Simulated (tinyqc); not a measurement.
One electron in a tunnel-coupled double dot: charge qubit, sensing and quantum capacitance: two steps of the calculation.

Basis (left, right), H = [[ep/2, tc], [tc, -ep/2]], splitting Om = sqrt(ep^2 + 4 tc^2), ep = al times the gate voltage. In equilibrium the electron is on the right with the chance P_R = [1 + (ep/Om) tanh(Om/2 kB T)]/2.

Values chosen for this exercise:
- tc = 15 ueV (tunnel coupling)
- T = 0.33 K (electron temperature)
- al = 0.44 eV/V (lever arm of the gate on the detuning)
- Cp = 0.82 pF (parasitic capacitance of the resonator)
- f0 = 668 MHz (resonator frequency)
- Q = 90 (loaded quality factor)
- se = 1.8 ueV (deviation of quasi-static detuning noise)
- ep = 7.7 ueV (detuning)

Constants: q = 1.602176634e-19 C, kB = 1.380649e-23 J/K, hbar = 1.054571817e-34 J s, h = 6.62607015e-34 J s, Vt = kB T/q. Results are converted to the units shown.

Task 1. Capacitance seen by a resonator. q^2 al^2 dP_R/d(ep) splits into Cq = q^2 al^2 (2 tc^2/Om^3) tanh(Om/2 kB T) and Ct = q^2 al^2 (ep/Om)^2/(4 kB T cosh^2(Om/2 kB T)); Ct appears only if relaxation is faster than the drive. A resonator of frequency f0, capacitance Cp and quality factor Q shifts by df = -f0 Cq/(2 Cp) and its phase by -2 Q Cq/Cp.

Find: Cq; Ct; df; phase shift.

Result 1.

Cq = 233.22 aF
Ct = 12.700 aF
df = -94.996 kHz
phase shift = -2933.3 millidegree

Task 2. Dephasing by charge noise. Noise in ep shifts Om by (ep/Om) d + (2 tc^2/Om^3) d^2. For Gaussian d of deviation se the spread of Om is sqrt[(ep se/Om)^2 + 2 (2 tc^2 se^2/Om^3)^2], and T2* is estimated as sqrt(2) hbar/spread; Om T2*/h counts the oscillations within T2*.

Give: first-order spread; second-order spread; T2*; oscillations within T2*.

Result 2.

first-order spread = 0.4475 ueV
second-order spread = 0.06940 ueV
T2* = 2.056 ns
oscillations within T2* = 15.39

At ep = 0 the first-order term vanishes and T2* would be 12.2 ns.

Numbers from tinyqc (`OMP_NUM_THREADS=1 python tinyqc.py 2470113 2470114 out.jsonl`; about 0.01 s on one thread of a shared Intel Xeon 2.30GHz).
